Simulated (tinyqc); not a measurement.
Admittance spectroscopy and thermally stimulated current of one trap level in a depletion layer: one step, computed by the program tinyqc.

A Schottky junction on n-type material holds one donor-like electron trap; shallow donors are fully ionised and abrupt depletion edges are assumed.

Question. The capacitance step. With E_c - E_F = k_B T_p ln(N_c/N): lambda = sqrt(2 eps eps_0 (E_t - (E_c - E_F))/(e^2 N)); traps are empty and charged for x < x_t = w - lambda, and V_b = e (N w^2 + N_t x_t^2)/(2 eps eps_0). High frequency: C_hf = eps eps_0/w. Low frequency: C_lf = eps eps_0 (N + N_t)/(N w + N_t x_t).

Inputs (values chosen for the exercise, modelled on n-type silicon):

| quantity | value | unit |
|---|---|---|
| dielectric constant eps | 11.8 | - |
| shallow doping N | 4.1e+16 | 1/cm^3 |
| trap density N_t | 1.4e+16 | 1/cm^3 |
| trap depth E_t below the band | 0.404 | eV |
| band bending V_b | 0.91 | V |

E_c - E_F = k_B T_p ln(N_c/N) = 0.1445149 eV

Constants: eps_0 = 8.8541878128e-12 F/m; e = 1.602176634e-19 C.

Give: lambda; depletion width w; crossing point x_t; C_hf; C_lf; step (C_lf - C_hf)/C_hf; small-N_t estimate (N_t/N)(lambda/w).

Answer.

lambda = 90.85 nm

depletion width w = 164.6 nm

crossing point x_t = 73.74 nm

C_hf = 63.48 nF/cm^2

C_lf = 73.85 nF/cm^2

step (C_lf - C_hf)/C_hf = 0.1635

small-N_t estimate (N_t/N)(lambda/w) = 0.1885

Reading N_t/N straight from the step would give 0.163 against the true 0.341: the factor lambda/w must be known. Caution: N_t/N is not small, so the peak moves away from omega = 2 e_n.
